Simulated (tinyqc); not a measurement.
Gamma, L and X subbands of a thin body with non-parabolic valleys: sweeps and comparisons. A value that a table varies takes the place of the one given here.

Hard walls, flat band, c = hbar^2/2m0, energies from the bulk Gamma edge. For a valley at angle theta to the normal 1/m_z = cos^2/ml + sin^2/mt and m_d = sqrt(ml mt^2/m_z). Subband n starts at E_v + e with e (1 + a e) = c (n pi/t)^2/m_z, and its density-of-states mass is taken as m_d (1 + 2 a e), without further growth at higher in-plane energy. Groups are named by valley and degeneracy.

n_i = g m/(2 pi c) kB T ln(1 + exp((EF - E_i)/kB T)), sum n_i = Ns (1e12/cm^2 = 1e-4/angstrom^2), c = hbar^2/2m0. Quantum capacitance Cq = 1602.176634 sum g m/(2 pi c) f_i in microfarad/cm^2 with f_i = 1/(1 + exp((E_i - EF)/kB T)); Cox = 34.5313/eot (one gate); C/Cox = Cq/(Cq + Cox), the centroid term left out.

Constants: hbar^2/2m0 = 3.80998211 eV angstrom^2; kB = 8.617333262e-05 eV/K.

Inputs chosen for the exercise (near those of a thin Ge channel; shifted at random, so the results belong to these values and not to a real crystal): face = 100 (surface); mG = 0.0384 m0 (Gamma mass); aG = 1.02 1/eV (Gamma non-parabolicity); EL = -0.176 eV (L edge above Gamma); mL = (1.613, 0.084) m0 (L valleys (four, along <111>): ml, mt); EX = 0.021 eV (X edge above Gamma); mX = (0.88, 0.19) m0 (Delta valleys (six, along <100>): ml, mt); aS = 0.49 1/eV (non-parabolicity of L and X); Ns = 8.6 x 1e12/cm^2 (sheet density); T = 300 K (temperature); eot = 11 angstrom (equivalent oxide thickness); ts = (20, 26, 34, 45, 60, 85, 130) angstrom (thicknesses); t = 44 angstrom (body thickness); Nl = (0.5, 1, 2, 4, 7, 11, 16) x 1e12/cm^2 (sheet densities).

## Thinning the body

Lowest edge of each valley type, the lowest group, the Gamma share and C/Cox, with n = 1 to 8 of all groups.

Results:

| t (angstrom) | Gamma (eV) | L (eV) | X (eV) | lowest | Gamma share (%) | C/Cox |
|---|---|---|---|---|---|---|
| 20 | 1.135 | 0.417 | 0.123 | X2 | 0.0 | 0.884 |
| 26 | 0.798 | 0.206 | 0.082 | X2 | 0.0 | 0.898 |
| 34 | 0.545 | 0.061 | 0.057 | X2 | 0.0 | 0.933 |
| 45 | 0.355 | -0.035 | 0.042 | L4 | 0.0 | 0.929 |
| 60 | 0.222 | -0.094 | 0.033 | L4 | 0.0 | 0.927 |
| 85 | 0.121 | -0.134 | 0.027 | L4 | 0.0 | 0.927 |
| 130 | 0.055 | -0.158 | 0.024 | L4 | 0.0 | 0.932 |

From 130 down to 20 angstrom Gamma rises by 1.08 eV, L by 0.58 and X by 0.10 eV, the light Gamma mass moving most. The lowest group changes from L4 to X2 between 45 and 34 angstrom. The Gamma share stays near 0 %. C/Cox is 0.93 and 0.88 at the ends and lies between 0.88 and 0.93. Hard walls overstate the rise in the thinnest rows.

## Raising the sheet density

Fixed thickness, n = 1 to 8 of all groups; the gate overdrive above the lowest edge is (EF - E_lowest)/e + 0.1602177 Ns/Cox in volts.

Results:

| Ns (1e12/cm^2) | EF - lowest (eV) | Gamma share (%) | Cq | C/Cox | overdrive (V) |
|---|---|---|---|---|---|
| 0.5 | -0.088 | 0.0 | 3.05 | 0.493 | -0.063 |
| 1.0 | -0.070 | 0.0 | 6.01 | 0.657 | -0.019 |
| 2.0 | -0.051 | 0.0 | 11.64 | 0.788 | 0.051 |
| 4.0 | -0.032 | 0.0 | 21.91 | 0.875 | 0.173 |
| 7.0 | -0.014 | 0.0 | 35.13 | 0.918 | 0.343 |
| 11.0 | 0.001 | 0.0 | 49.45 | 0.940 | 0.562 |
| 16.0 | 0.015 | 0.0 | 63.36 | 0.953 | 0.832 |

The lowest subband is L4 n=1; the light Gamma level lies 396 meV above it, above that valley in the bulk already and lifted further by confinement. At the highest density band filling takes 0.015 V of the 0.832 V overdrive. Cq grows from 3.1 to 63.4 microfarad/cm^2 while EF moves from -0.088 to +0.015 eV against the lowest edge; the Gamma share stays near 0 %.

## What each parameter does

n = 1 to 8 of all groups. Each row changes one parameter from the base and keeps the others.

Results:

| case | lowest edge (eV) | EF (eV) | Gamma share (%) | C/Cox |
|---|---|---|---|---|
| base | -0.028 | -0.036 | 0.0 | 0.929 |
| t = 38 angstrom | 0.018 | 0.006 | 0.0 | 0.932 |
| mG = 0.0442 m0 | -0.028 | -0.036 | 0.0 | 0.929 |
| aG = 0.71 1/eV | -0.028 | -0.036 | 0.0 | 0.929 |
| EL = -0.226 eV | -0.078 | -0.085 | 0.0 | 0.928 |
| Ns = 12.9 x 1e12/cm^2 | -0.028 | -0.022 | 0.0 | 0.946 |
| eot = 9 angstrom | -0.028 | -0.036 | 0.0 | 0.915 |
| T = 250 K | -0.028 | -0.029 | 0.0 | 0.937 |

The largest shifts from the base row, up to three for each result and ties (the steps differ in size, so this ranks the rows, not the parameters). lowest edge (eV): EL -0.050, t +0.046; unchanged at the printed digits by mG, aG, Ns, eot and T. EF (eV): EL -0.049, t +0.043, Ns +0.014; unchanged at the printed digits by mG, aG and eot. Gamma share (%): unchanged at the printed digits by t, mG, aG, EL, Ns, eot and T. C/Cox: Ns +0.017, eot -0.014, T +0.008; unchanged at the printed digits by mG and aG.

(tinyqc, `OMP_NUM_THREADS=1 python tinyqc.py 1282009 1282010 out.jsonl`, Intel(R) Xeon(R) Processor @ 2.30GHz, 1 thread, shared host, about 0.02 s.)
